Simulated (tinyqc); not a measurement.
Leakage currents through a thin dielectric: one step, computed by the program tinyqc. Command: `OMP_NUM_THREADS=1 python tinyqc.py 3019080 3019081 out.jsonl leak walk`. One thread of a shared host (Intel(R) Xeon(R) Processor @ 2.30GHz), about 0.01 s of CPU time with the checks.

Electrons leave an electrode with Fermi energy E_F above its band bottom; barriers are counted from the Fermi level, and both electrodes are alike.

Question. Thermal currents. Schottky emission J = A T^2 exp(-(phi_B - sqrt(e^3 F/(4 pi k_o eps_0)))/k_B T), A = 4 pi e m k_B^2/h^3 with the tunnelling mass; Poole-Frenkel J = sigma_0 F exp(-(phi_t - sqrt(e^3 F/(pi k_o eps_0)))/k_B T); both use the field F of the dielectric.

Inputs (values chosen for the exercise, modelled on Si3N4):
```
quantity,value,unit
barrier height phi_B,2.09,eV
tunnelling mass m,0.37,m_0
optical permittivity k_o,3.85,-
trap depth phi_t,1.5,eV
Poole-Frenkel prefactor sigma_0,4.6e-08,S/cm
temperature T,473,K
```

Stack: single layer.

field F = 7.647059 MV/cm

Constants: e = 1.602176634e-19 C; eps_0 = 8.8541878128e-12 F/m; k_B = 8.617333262e-05 eV/K; m_0 = 9.1093837015e-31 kg; k_B = 1.380649e-23 J/K; h = 6.62607015e-34 J s.

Give: Schottky lowering; Poole-Frenkel lowering; Schottky current density; Poole-Frenkel current density.

Answer.

Schottky lowering = 0.5348 eV

Poole-Frenkel lowering = 1.070 eV

Schottky current density = 2.674e-10 A/cm^2

Poole-Frenkel current density = 9.129e-06 A/cm^2

The Poole-Frenkel lowering is twice the Schottky one, because the charge of a trap is fixed while an image charge moves with the electron.
